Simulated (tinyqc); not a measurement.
Worked calculation: plane-wave Kohn-Sham cycle with exchange-only LDA in a layered model solid. One step of it, computed by the program tinyqc.

Question. Iteration 1: potential. V_H(G) = 4 pi rho(G)/G^2 for G != 0 (uniform background); v_x = -(3 rho/pi)^(1/3); V = V_ext + V_H + v_x; Fourier components f(G_m) = (1/N) sum_j f(x_j) exp(-i G_m x_j).

A solid whose potential varies along x alone (atomic units):
```
parameter                      value
period a                   14.400000
cross-section of the cell  20.000000
electrons per cell                 4
grid points                       16
plane waves -n..n, n               2
k points                           2
V1 in V1 cos(2 pi x/a)     -0.290000
V2 in V2 cos(4 pi x/a)     -0.200000
```

density at the start, on the grid x_j = j a/N (e/bohr^3): 0.01388889  0.01388889  0.01388889  0.01388889  0.01388889  0.01388889  0.01388889  0.01388889  0.01388889  0.01388889  0.01388889  0.01388889  0.01388889  0.01388889  0.01388889  0.01388889

Give: Potentials on the grid; V(G_m), m = 0, 1, 2, ....

Answer.

Potentials on the grid (hartree):
```
x        V_ext    V_H     v_x       V
0.000   -0.490  0.000  -0.237  -0.727
0.900   -0.409  0.000  -0.237  -0.646
1.800   -0.205  0.000  -0.237  -0.442
2.700    0.030  0.000  -0.237  -0.206
3.600    0.200  0.000  -0.237  -0.037
4.500    0.252  0.000  -0.237   0.016
5.400    0.205  0.000  -0.237  -0.032
6.300    0.127  0.000  -0.237  -0.110
7.200    0.090  0.000  -0.237  -0.147
8.100    0.127  0.000  -0.237  -0.110
9.000    0.205  0.000  -0.237  -0.032
9.900    0.252  0.000  -0.237   0.016
10.800   0.200  0.000  -0.237  -0.037
11.700   0.030  0.000  -0.237  -0.206
12.600  -0.205  0.000  -0.237  -0.442
13.500  -0.409  0.000  -0.237  -0.646
```

V(G_m), m = 0, 1, 2, ... (hartree): -0.237  -0.145  -0.100  0.000  0.000
